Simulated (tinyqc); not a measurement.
Across the gap: metal-induced gap states at the contact of a metal chain and a two-band chain.

The semiconductor alternates sites A at -Eg/2 and C at +Eg/2 with hopping -t; the gap runs from -Eg/2 to Eg/2. In the gap cosh(q a) = 1 + (Eg^2/4 - E^2)/(2 t^2) and the amplitude changes by -exp(-q a) a period. The metal has site energy 0 and hopping -tm; its end site has g_m = (E - i sqrt(4 tm^2 - E^2))/(2 tm^2). Sites 1, 2, ... count into the semiconductor, with energies e1, e2 alternating. The clean half chain has g1 = 1/(E - e1 - t^2 g2), g2 = 1/(E - e2 - t^2 g1), decaying root. With the contact G11 = 1/(1/g1 - tc^2 g_m), and the density on site j is -Im G_jj/pi = |psi_j/psi_1|^2 (-Im G11/pi), per spin, with psi_2/psi_1 = -t g2, psi_3/psi_2 = -t g1.

Parameters, chosen for this exercise (gap and optical dielectric constant near those of Si; the chain itself is a model; the results hold for these values, not for the real material): Eg = 1.19 eV (gap); t = 2.65 eV (hopping in the semiconductor); tm = 2.16 eV (hopping in the metal); tc = 1.58 eV (hopping across the contact); end = A (site that touches the metal); a = 3.84 angstrom (period (two sites); one chain for each area a^2).

E = f Eg. Share on C: the part of the summed density that lies on C sites, whose orbitals make the conduction edge.

Gap states:

| f | E (eV) | xi = 1/(2q) (angstrom) | D1 (1/eV) | D2 (1/eV) | sum (1/eV) | share on C |
|---|---|---|---|---|---|---|
| -0.48 | -0.571 | 30.55 | 0.2268 | 0.0043 | 1.9567 | 0.019 |
| -0.40 | -0.476 | 14.26 | 0.1481 | 0.0144 | 0.6883 | 0.089 |
| -0.30 | -0.357 | 10.70 | 0.0987 | 0.0206 | 0.3960 | 0.173 |
| -0.15 | -0.178 | 8.98 | 0.0590 | 0.0257 | 0.2435 | 0.303 |
| 0.15 | 0.178 | 8.98 | 0.0215 | 0.0322 | 0.1544 | 0.600 |
| 0.30 | 0.357 | 10.70 | 0.0108 | 0.0362 | 0.1561 | 0.770 |
| 0.40 | 0.476 | 14.26 | 0.0051 | 0.0402 | 0.1922 | 0.887 |
| 0.48 | 0.571 | 30.55 | 0.0010 | 0.0464 | 0.4010 | 0.979 |

Give the missing row, f = 0.00, E (eV) = 0.000.

Computed row:
```
f     E (eV)  xi = 1/(2q) (angstrom)  D1 (1/eV)  D2 (1/eV)  sum (1/eV)  share on C
0.00   0.000                    8.57     0.0363     0.0290      0.1811       0.444
```

The decay length xi of the density is shortest at mid-gap, 8.57 angstrom, and grows to 30.5 near the edges. The summed density is least at f = 0.15 (0.1544) and largest at f = -0.48 (1.9567 1/eV). The share on C goes from 0.02 to 0.98 and passes one half near f = +0.054, a point that depends on which site ends the chain. The states turn from valence-like to conduction-like across the gap; the branch point, where the decay is fastest, lies at mid-gap in this symmetric chain and is the usual estimate of the neutrality level.

(tinyqc, `OMP_NUM_THREADS=1 python tinyqc.py 1481832 1481833 out.jsonl`, Intel(R) Xeon(R) Processor @ 2.30GHz, 1 thread, shared host, about 0.01 s.)
